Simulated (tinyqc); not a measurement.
# Changing the pattern density around the test line

Model: electron-beam lithography: double-Gaussian proximity function, edge placement and dose correction for parallel lines. Computed by tinyqc, a small Python program. Command: `OMP_NUM_THREADS=1 python tinyqc.py 3112049 3112050 out.jsonl proximity sweep`. One thread of a shared host (Intel(R) Xeon(R) Processor @ 2.30GHz), about 0.01 s of CPU time with the checks.

Lines are infinitely long. Absorbed energy is counted so that the middle of a very large area written at dose 1 receives 1; the resist develops where it exceeds 1/2.

Inputs (values chosen for the exercise, of the order of those for 10 keV electrons in resist on silicon):

| quantity | value | unit |
|---|---|---|
| forward range alpha | 0.027 | micrometre |
| backscatter ratio eta | 1.1 | - |
| base dose D0 | 690 | microcoulomb/cm^2 |
| beam current | 0.5 | nA |
| pixel size | 10 | nm |
| width of the test line | 0.21 | micrometre |

Constants: e = 1.602176634e-19 C.

Method. A test line of width w << beta in surroundings of density rho, all at dose d: near its edge E(x) = d [S + eta rho]/(1 + eta), S = [erf((b - x)/alpha) - erf((a - x)/alpha)]/2 for edges a and b, the second term being the background energy. Dose to size d_s = (1 + eta)/(erf(w/alpha) + 2 eta rho), dose = d_s D0; edge slope d [1 - exp(-w^2/alpha^2)]/(sqrt(pi) alpha (1 + eta)); width change per 1 % of dose = 2 x 0.01 x (1/2)/slope. With dose = d_s D0: electrons per pixel N = dose x pixel area/e; relative noise 1/sqrt(N); time per cm^2 of pattern area = dose x density/current; pixel rate = current/(dose x pixel area).

One run for each value:

| pattern density around the test line | dose to size d_s | width change per 1 % of dose (nm) | background energy | writing time per cm^2 (h) |
|---|---|---|---|---|
| 0.0 | 2.1000 | 0.4786 | 0.00000 | 0.00 |
| 0.1 | 1.7213 | 0.5838 | 0.09016 | 65.98 |
| 0.2 | 1.4583 | 0.6891 | 0.15278 | 111.81 |
| 0.3 | 1.2651 | 0.7944 | 0.19880 | 145.48 |
| 0.4 | 1.1170 | 0.8997 | 0.23404 | 171.28 |
| 0.5 | 1.0000 | 1.0050 | 0.26190 | 191.67 |
| 0.6 | 0.9052 | 1.1103 | 0.28448 | 208.19 |
| 0.7 | 0.8268 | 1.2155 | 0.30315 | 221.85 |
| 0.8 | 0.7609 | 1.3208 | 0.31884 | 233.33 |
| 0.9 | 0.7047 | 1.4261 | 0.33221 | 243.12 |

What does the table show, and why?

Over the rows, dose to size d_s falls from 2.10 to 0.705; width change per 1 % of dose (nm) rises from 0.479 to 1.43; background energy rises from 0 to 0.332. For w well above alpha d_s is 1 at rho = 1/2 and 1 + eta = 2.10 at rho = 0; a lower dose over a higher background flattens the edge.
